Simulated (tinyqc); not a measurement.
Three-level Kane dispersion of a narrow-gap semiconductor: one step. Fermi level and mass at a given density. Five cases, with inputs chosen for the exercise.

Task: Compare EF - Ec with the parabolic value c kF^2/m0*.

Zero of energy at Gamma8, c = hbar^2/2m0, P^2 = Ep c. The free-electron term and remote bands are left out, so the heavy holes are flat at E = 0 and the other three bands obey E (E - Eg)(E + Dso) = P^2 k^2 (E + 2 Dso/3). The conduction band is the highest root; its edge is Ec = max(Eg, 0).

Degenerate electrons at T = 0: kF = (3 pi^2 n)^(1/3), 1 cm^-3 = 1e-24 angstrom^-3; EF is the highest root at kF. The momentum (cyclotron, optical) mass is m(E) = hbar^2 k/(dE/dk) = c d(k^2)/dE with d(k^2)/dE = k^2 [1/E + 1/(E - Eg) + 1/(E + Dso) - 1/(E + 2 Dso/3)]; the density of states is k d(k^2)/dE/(2 pi^2).

Edge mass m0* = Eg (Eg + Dso)/(Ep (Eg + 2 Dso/3)).
Constants: hbar^2/2m0 = 3.80998211 eV angstrom^2.

Case 1.

Values chosen (near those of GaSb; shifted at random, so the results belong to these values and not to a real crystal): Eg = 0.805 eV (E(Gamma6) - E(Gamma8)); Dso = 0.73 eV (spin-orbit splitting); Ep = 26.2 eV (Kane energy); n = 3.2e+17 cm^-3 (electron density).

Case 2.

Values chosen (near those of GaSb; shifted at random, so the results belong to these values and not to a real crystal): Eg = 0.799 eV (E(Gamma6) - E(Gamma8)); Dso = 0.73 eV (spin-orbit splitting); Ep = 25.7 eV (Kane energy); n = 9.1e+16 cm^-3 (electron density).

Case 3.

Values chosen (near those of InSb; shifted at random, so the results belong to these values and not to a real crystal): Eg = 0.223 eV (E(Gamma6) - E(Gamma8)); Dso = 0.82 eV (spin-orbit splitting); Ep = 24 eV (Kane energy); n = 2.3e+18 cm^-3 (electron density).

Case 4.

Values chosen (a gap close to zero; shifted at random, so the results belong to these values and not to a real crystal): Eg = 0.059 eV (E(Gamma6) - E(Gamma8)); Dso = 0.96 eV (spin-orbit splitting); Ep = 18.8 eV (Kane energy); n = 1e+18 cm^-3 (electron density).

Case 5.

Values chosen (near those of GaSb; shifted at random, so the results belong to these values and not to a real crystal): Eg = 0.774 eV (E(Gamma6) - E(Gamma8)); Dso = 0.76 eV (spin-orbit splitting); Ep = 25.8 eV (Kane energy); n = 1.1e+17 cm^-3 (electron density).

Give: kF; EF - Ec; parabolic value; m(EF); m(EF)/m0*; density of states at EF.

Result:

Case 1.

kF = 0.02116 1/angstrom
EF - Ec = 0.0445 eV
parabolic value = 0.0467 eV
m(EF) = 0.04014 m0
m(EF)/m0* = 1.099
density of states at EF = 1.129e+19 1/(eV cm^3)

The parabola overstates EF - Ec by a factor of 1.05; (EF - Ec)/|Eg| = 0.06, and the two-level rule 1 + 2 (EF - Ec)/|Eg| = 1.111 estimates the mass ratio.

Case 2.

kF = 0.01392 1/angstrom
EF - Ec = 0.0195 eV
parabolic value = 0.0200 eV
m(EF) = 0.03860 m0
m(EF)/m0* = 1.044
density of states at EF = 7.142e+18 1/(eV cm^3)

The parabola overstates EF - Ec by a factor of 1.02; (EF - Ec)/|Eg| = 0.02, and the two-level rule 1 + 2 (EF - Ec)/|Eg| = 1.049 estimates the mass ratio.

Case 3.

kF = 0.04084 1/angstrom
EF - Ec = 0.2529 eV
parabolic value = 0.5046 eV
m(EF) = 0.03717 m0
m(EF)/m0* = 2.952
density of states at EF = 2.018e+19 1/(eV cm^3)

The parabola overstates EF - Ec by a factor of 2.00; (EF - Ec)/|Eg| = 1.13, and the two-level rule 1 + 2 (EF - Ec)/|Eg| = 3.268 estimates the mass ratio.

Case 4.

kF = 0.03094 1/angstrom
EF - Ec = 0.1972 eV
parabolic value = 0.7970 eV
m(EF) = 0.03166 m0
m(EF)/m0* = 6.919
density of states at EF = 1.302e+19 1/(eV cm^3)

The parabola overstates EF - Ec by a factor of 4.04; (EF - Ec)/|Eg| = 3.34, and the two-level rule 1 + 2 (EF - Ec)/|Eg| = 7.684 estimates the mass ratio.

Case 5.

kF = 0.01482 1/angstrom
EF - Ec = 0.0227 eV
parabolic value = 0.0233 eV
m(EF) = 0.03783 m0
m(EF)/m0* = 1.053
density of states at EF = 7.456e+18 1/(eV cm^3)

The parabola overstates EF - Ec by a factor of 1.03; (EF - Ec)/|Eg| = 0.03, and the two-level rule 1 + 2 (EF - Ec)/|Eg| = 1.059 estimates the mass ratio.

Computed by tinyqc, one run a case: `OMP_NUM_THREADS=1 python tinyqc.py N N+1 out.jsonl` with N = 1051445, 1080036, 1080099, 1080344, 1080481; one thread of a shared Intel(R) Xeon(R) Processor @ 2.30GHz, about 0.01 s a run at most.
